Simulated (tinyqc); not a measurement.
Resistance of a source-drain extension with a graded tip: one step of the calculation.

y runs along the channel, the gate covers y > 0. The doping is N0 for y < y0 and N0 10^(-(y - y0)/la) beyond, uniform over the depth xj. Sheet conductance s(y) = q mu(N) max(N - Nch, 0) xj + (for y > 0) ma Cox Vo, with mu(N) = u0 + (u1 - u0)/(1 + (N/Nr)^au) and Cox = eps0 eox/tox. Current is taken as one-dimensional; depletion of the tip, spreading and the contact are left out. The metallurgical junction lies at yj, where N = Nch.

Problem. Resistance of the overlapped part. Midpoint rule on 11 equal steps from 0 to yj: R_ov = sum h/s(y), per width.

Parameters, values chosen for the exercise; mobility law close to that of electrons in silicon:

| symbol | value | unit | meaning |
|---|---|---|---|
| eox | 3.9 |  | relative permittivity of the gate insulator (close to silicon dioxide) |
| tox | 2.1 | nm | insulator thickness |
| N0 | 8.3e19 | cm^-3 | active doping of the extension far from the gate |
| la | 3.9 | nm/decade | lateral abruptness |
| y0 | 2.2 | nm | position under the gate where the fall begins (gate edge at 0) |
| xj | 12 | nm | depth of the extension |
| Nch | 2.3e18 | cm^-3 | channel doping |
| Vo | 0.52 | V | gate overdrive |
| ma | 240 | cm^2/(V s) | mobility of the gate-induced layer |
| u1 | 1414 | cm^2/(V s) | mobility at low doping |
| u0 | 68.5 | cm^2/(V s) | mobility at high doping |
| Nr | 9.2e16 | cm^-3 | reference doping |
| au | 0.711 |  | exponent |

Constants: q = 1.602176634e-19 C, eps0 = 8.8541878128e-14 F/cm where lengths are in cm. Results are converted to the units shown.

Find: y; N; doped conductance; sheet resistance; R_ov.

Solution.

y, point 0 to 10 (nm): [0.37608, 1.1282, 1.8804, 2.6325, 3.3847, 4.1368, 4.8890, 5.6411, 6.3933, 7.1454, 7.8976]
N, point 0 to 10 (cm^-3): [8.3000e19, 8.3000e19, 8.3000e19, 6.4294e19, 4.1240e19, 2.6452e19, 1.6967e19, 1.0883e19, 6.9803e18, 4.4773e18, 2.8718e18]
doped conductance, point 0 to 10 (uS): [1226.9, 1226.9, 1226.9, 967.35, 642.34, 427.70, 283.86, 185.17, 114.94, 62.131, 19.320]
sheet resistance, point 0 to 10 (ohm/square): [698.28, 698.28, 698.28, 852.83, 1179.9, 1580.0, 2044.7, 2561.5, 3123.5, 3740.5, 4453.7]
R_ov = 16.270 ohm um

tinyqc, about 0.05 s, one thread, Intel Xeon 2.30GHz (shared host): `OMP_NUM_THREADS=1 python tinyqc.py 2282013 2282014 out.jsonl`
